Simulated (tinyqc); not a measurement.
From results back to parameters: Shockley-Read-Hall recombination through one deep level. Three cases, with inputs chosen for the exercise.

Problem. Deep-level transient spectroscopy: the emission rate is en = gam sigma T^2 exp(-dE/kB T), dE = Ec - Et. Two rates were computed from hidden dE and sigma.

Constants: kB = 8.617333262e-05 eV/K.

Find: ln(en/T^2) at T1 and T2; dE; sigma.

Method. ln(en/T^2) against 1/T is a line of slope -dE/kB and intercept ln(gam sigma); plotting ln en alone would overstate dE by about 2 kB T.

Case 1.

Values chosen (out of a larger set: gap and densities of states near those of Si at this temperature; not measured data): gam = 7.4e+21 1/(cm^2 s K^2) (vth Nc/T^2, which does not depend on T); T1 = 126 K; T2 = 143 K.

en(T1) = 4.35425 1/s
en(T2) = 96.6393 1/s

Solution.

ln(en/T^2) at T1 and T2: -8.2014  -5.3547

dE = 0.260 eV
sigma = 9.3e-16 cm^2

Case 2.

Values chosen (out of a larger set: gap and densities of states near those of GaAs at this temperature; not measured data): gam = 1.3e+20 1/(cm^2 s K^2) (vth Nc/T^2, which does not depend on T); T1 = 227 K; T2 = 252 K.

en(T1) = 0.176166 1/s
en(T2) = 2.34243 1/s

Solution.

ln(en/T^2) at T1 and T2: -12.5862  -10.2077

dE = 0.469 eV
sigma = 6.8e-16 cm^2

Case 3.

Values chosen (out of a larger set: gap and densities of states near those of Si at this temperature; not measured data): gam = 7.4e+21 1/(cm^2 s K^2) (vth Nc/T^2, which does not depend on T); T1 = 321 K; T2 = 369 K.

en(T1) = 2.86603 1/s
en(T2) = 85.9835 1/s

Solution.

ln(en/T^2) at T1 and T2: -10.4900  -7.3674

dE = 0.664 eV
sigma = 1.0e-16 cm^2

Computed by tinyqc, one run a case: `OMP_NUM_THREADS=1 python tinyqc.py N N+1 out.jsonl` with N = 1651467, 1651504, 1651519; one thread of a shared Intel(R) Xeon(R) Processor @ 2.30GHz, about 0.01 s a run at most.
